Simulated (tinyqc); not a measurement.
MESFET, gradual channel with velocity saturation: two steps of the calculation.

A uniformly doped n-type channel, depleted from the top by a Schottky gate; at channel potential V the depleted share of a is u = sqrt((Vbi - Vg + V)/Vp), s at the source. Electrons drift with v = mu E/(1 + mu E/vsat). Abrupt depletion edge, no series resistance, source at 0.

Values chosen for this exercise:
- Vg = 0 V (gate voltage)
- Vd = 0.23 V (drain voltage)

Task 1. Current below saturation. u = sqrt((Vbi - Vg + Vd)/Vp). I = (G0 Vp/3) F/(1 + Z (u^2 - s^2)), F = 3 (u^2 - s^2) - 2 (u^3 - s^3), with u at V = Vd; Z = 0 gives constant mobility, for which u stops at 1.

Vbi = 0.71518695 V
Vp = 1.7040890 V
G0 = 1077.6240 mS
Z = 27.928126
s = 0.64783387

Give: u; F; I for Z = 0; I.

Result 1.

u = 0.74475
F = 0.12252
I for Z = 0 = 74.996 mA
I = 15.724 mA

The falling mobility lowers the current by 79.0 %.

Task 2. Saturation voltage, current and transconductance. Vdsat = Vp (um^2 - s^2); Isat = (G0 Vp/Z)(1 - um), which is q Nd vsat a W (1 - um); gm = G0 (um - s)/(1 + Z (um^2 - s^2)). For Z = 0: Vdsat = Vp (1 - s^2), Isat = (G0 Vp/3)(1 - 3 s^2 + 2 s^3), gm = G0 (1 - s).

um = 0.75985815
Vp = 1.7040890 V
G0 = 1077.6240 mS
Z = 27.928126
s = 0.64783387

Find: Vdsat; Isat; gm; Vdsat for Z = 0; Isat for Z = 0; gm for Z = 0.

Result 2.

Vdsat = 0.2687 V
Isat = 15.79 mA
gm = 22.34 mS
Vdsat for Z = 0 = 0.9889 V
Isat for Z = 0 = 174.3 mA
gm for Z = 0 = 379.5 mS

The current saturates with 24.0 % of the channel still open at the drain, at 0.0906 of the constant-mobility current.

Program tinyqc, `OMP_NUM_THREADS=1 python tinyqc.py 2500116 2500117 out.jsonl`; Intel Xeon 2.30GHz, shared host, one thread, about 0.09 s.
